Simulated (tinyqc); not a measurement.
Shortcuts against the integral: sheet resistance and Hall data of a diffused or implanted layer. Computed by tinyqc, a small Python program. Command: `OMP_NUM_THREADS=1 python tinyqc.py 3004344 3004345 out.jsonl layer walk`. One thread of a shared host (Intel(R) Xeon(R) Processor @ 2.30GHz), about 0.01 s of CPU time with the checks.

Carriers are taken equal to the net active doping down to the junction (full ionisation, which deep dopants in wide-gap hosts do not reach; no spill-over, no depletion), and the Hall factor is 1.

Inputs (values chosen for the exercise, modelled on arsenic in silicon):
```
quantity                                 value        unit
mu_min                                    52.3  cm^2/(V s)
mu_max                                    1380  cm^2/(V s)
N_ref                                    1e+17      1/cm^3
exponent alpha                            0.66           -
peak concentration N_0                 7.3e+17      1/cm^3
length scale l                             460          nm
background doping N_B (opposite type)    4e+15      1/cm^3
```

Profile: box. Activation: complete.

Constants: e = 1.602176634e-19 C.

Method:
- N(x) = N_0 down to x_j = l, dose N_0 l.
- Mobility mu = mu_min + (mu_max - mu_min)/(1 + (N_t/N_ref)^alpha), N_t = active doping + N_B; carriers n = active doping - N_B, all dopants active.
- Integrals from x_0 (0 unless stated) to x_j by the midpoint rule on 400 even intervals: 1/R_s = e int n mu dx; sheet density n_s = int n dx; Hall sheet density (int n mu dx)^2/int n mu^2 dx; Hall mobility int n mu^2 dx/int n mu dx.
- Mean conductivity 1/(R_s x_j); mean mobility 1/(e n_s R_s).
- Shortcuts: R_s = 1/(e Q mu) with the dose Q and the mobility at the (active) peak concentration; 1/(e n_s mu) with mu at N_t = n_s/x_j + N_B; 1/(e Q mu_max).

sheet resistance R_s = 560.947 ohm

dose = 3.35800e+13 1/cm^2

sheet density n_s = 3.33960e+13 1/cm^2

junction depth x_j = 460 nm

Sheet resistances:
```
method                                   R_s (ohm)  deviation (%)
integral                                    560.95          0.000
dose, mobility at the peak                  557.87         -0.548
n_s, mobility at the mean concentration     559.60         -0.239
dose, mu_max                                134.69        -75.989
```

The closest shortcut is «n_s, mobility at the mean concentration» (-0.2 %). 

Extremes, crossings and ranges named in words are read from the listed rows.
